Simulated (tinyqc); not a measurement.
Donor near an oxide interface in a gate field (two-state model), step by step. Values are carried at full precision from step to step, so a last printed digit may differ when a step is redone from the rounded ones.

Interface at z = 0 (hard wall), donor at z = d, field F pulling electrons to the interface: potential e F z; 1 kV/cm = 1e-5 eV/angstrom, c = hbar^2/2m0, q = e^2/(4 pi eps0), Q = (eps - eo)/(eps + eo). Donor state: E_D = e F d - ED - q Q/(4 eps d), the last term joining the images of ion and electron. Interface state: z exp(-b z/2) exp(-rho^2/(2 L^2)) with E_z = c b^2/(4 mz) + 3 e F/b + q Q b/(8 eps), minimised over b; in the plane at z = 3/b the ion (distance D = d - 3/b) and its image (D' = d + 3/b) give E_rho = c/(mt L^2) - (q/eps)(sqrt(pi)/L)[erfcx(D/L) + Q erfcx(D'/L)], erfcx(x) = exp(x^2) erfc(x), minimised over L. E_I = E_z + E_rho.

Constants: hbar^2/2m0 = 3.80998211 eV angstrom^2; e^2/(4 pi eps0) = 14.39964547 eV angstrom.

Inputs chosen for the exercise (near those of a donor in Si below SiO2, static dielectric constants; shifted at random, so the results belong to these values and not to a real crystal): d = 70 angstrom (depth of the donor); ED = 53 meV (bulk binding energy); mz = 0.918 m0 (mass across the interface); mt = 0.195 m0 (mass in the plane); eps = 11.6 (dielectric constant of the semiconductor); eo = 3.9 (dielectric constant of the oxide); F = 155 kV/cm (field in the semiconductor); aD = 15.9 angstrom (donor radius); v = 0.51 (valley factor).

## The interface state across the interface

Solve c b/(2 mz) - 3 e F/b^2 + q Q/(8 eps) = 0; give Q, b, the three terms of E_z and <z> = 3/b.

Q = 0.4968
b = 0.11957 1/angstrom

kinetic, field and image terms (meV): 14.84  38.89  9.22

<z> = 25.1 angstrom

The image pushes the electron away from the oxide; without it <z> would be 22.9 angstrom.

## Binding in the plane

Give D, D', the best L, both terms and E_rho.

D, D' (angstrom): 44.9  95.1

L = 62.9 angstrom

kinetic and Coulomb terms (meV): 4.94  -23.77

E_rho = -18.82 meV

The bottom of the well lies at -34.1 meV, so the level is 45 % of the way up; L/D = 1.40. Above the critical field the ionised donor would thus still hold its electron as a dot at the interface.

## Where the electron sits

The two states couple by t = t0 exp(-D/aD) with t0 = q/(eps aD) (2 aD/L) sqrt(aD b/2) v, v a valley factor; this form is an estimate. With detuning u = E_D - E_I the splitting is sqrt(u^2 + 4 t^2) and the lower state has weight (1 - u/sqrt(u^2 + 4 t^2))/2 on the donor.

Give E_D, E_I, t, the splitting and the donor weight.

E_D, E_I (meV): 53.30  44.12

t = 1.17 meV
splitting = 9.47 meV
donor weight = 0.015

The electron is at the interface; the contact hyperfine coupling scales with the donor weight. With this t, the tunnelling time pi hbar/(2t) at a crossing would be 0.887 ps (hbar = 6.58212e-16 eV s); here the detuning is 7.88 t.

## Critical field

Find F at which E_D = E_I; compare the rule e F d = ED. The crossing width is 4t/(e D), with t and D formed anew at that field.

critical field = 133.7 kV/cm
ED/(e d) = 75.7 kV/cm
width = 12 kV/cm

The confinement energy E_z = 57.5 meV raises the field needed and the attraction E_rho = -19.1 meV lowers it; the result is 1.77 times the simple rule.

## Checks

- E_z without images against 1.5 x 6^(2/3)/2 (c (e F)^2/mz)^(1/3), meV: both 53.30.
- E_rho from the radial equation in the full Coulomb well against the Gaussian trial function, meV: -19.0 against -18.8.

Run: tinyqc, `OMP_NUM_THREADS=1 python tinyqc.py 1281071 1281072 out.jsonl`; Intel(R) Xeon(R) Processor @ 2.30GHz, one thread, shared host; about 0.1 s of CPU time with all checks.
